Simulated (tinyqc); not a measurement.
What each parameter does: band-to-band tunnelling across a p-n junction in a two-band chain.

Sites alternate A at -Eg/2 and C at +Eg/2 with hopping -t; near the edges, with k counted from the zone boundary pi/a, E^2 = (Eg/2)^2 + (t a k)^2, so t = sqrt(c Eg/m)/a gives the mass m, c = hbar^2/2m0. In the gap cosh(q a) = 1 + (Eg^2/4 - e^2)/(2 t^2), e the energy from the local mid-gap. The potential is V0 = Eg + ov on the p side (left), 0 on the n side, and falls linearly over the 2N sites of the junction, V_j = V0 (1 - j/(2N + 1)), j = 1 to 2N, site 1 being A. E = Eg/2 + x ov. A half chain that ends on a site of level e1 with neighbour e2 has g = (1 + z)/(E - e1), z = exp(-/+ i k a) the root with Im g < 0, cos(k a) = (E - e1)(E - e2)/(2 t^2) - 1. S_L = t^2 g (ending on C, shifted by V0), S_R = t^2 g (starting on A). T = 4 Im(S_L) Im(S_R) |G_(1,2N)|^2.

Constants: hbar^2/2m0 = 3.80998211 eV angstrom^2.

Parameters, chosen for this exercise (gap and mass near those of InGaAs; shifted at random, so the results belong to these values and not to a real crystal): Eg = 0.739 eV (gap); m = 0.0433 m0 (mass of electron and light hole); a = 5 angstrom (period (two sites)); ov = 0.32 eV (overlap: top of the valence band on the p side above the conduction edge on the n side); Nw = 30 (periods in the junction); x = 0.37 (energy above the n-side conduction edge, as a share of ov).

N = Nw; WKB exponent 2 I/F with I = pi Eg^2/(8 t a), F = V0/((2N + 1) a/2).

One parameter was then changed.

Results before and after:

| case | F (MV/cm) | exponent | log10 T of the chain |
|---|---|---|---|
| base | 0.6944 | 7.6597 | -3.2341 |
| changed | 0.6944 | 7.6597 | -3.2293 |

Which of these changes was made? (a) m = 0.04763 m0; (b) x = 0.66; (c) Eg = 0.8129 eV; (d) Nw = 33; (e) ov = 0.37 eV; (f) a = 5.5 angstrom.

Answer: (b) x = 0.66. Of the candidates, run in turn, only this one gives the changed row.

All candidates:

| case | F (MV/cm) | exponent | log10 T of the chain |
|---|---|---|---|
| base | 0.6944 | 7.6597 | -3.2341 |
| Eg = 0.8129 eV | 0.7429 | 8.2605 | -3.4798 |
| m = 0.04763 m0 | 0.6944 | 8.0336 | -3.4044 |
| ov = 0.37 eV | 0.7272 | 7.3144 | -3.1170 |
| Nw = 33 | 0.6322 | 8.4131 | -3.5780 |
| x = 0.66 | 0.6944 | 7.6597 | -3.2293 |
| a = 5.5 angstrom | 0.6313 | 8.4257 | -3.5825 |

Program tinyqc; command `OMP_NUM_THREADS=1 python tinyqc.py 1481742 1481743 out.jsonl`; about 0.01 s on one thread of a shared Intel(R) Xeon(R) Processor @ 2.30GHz.
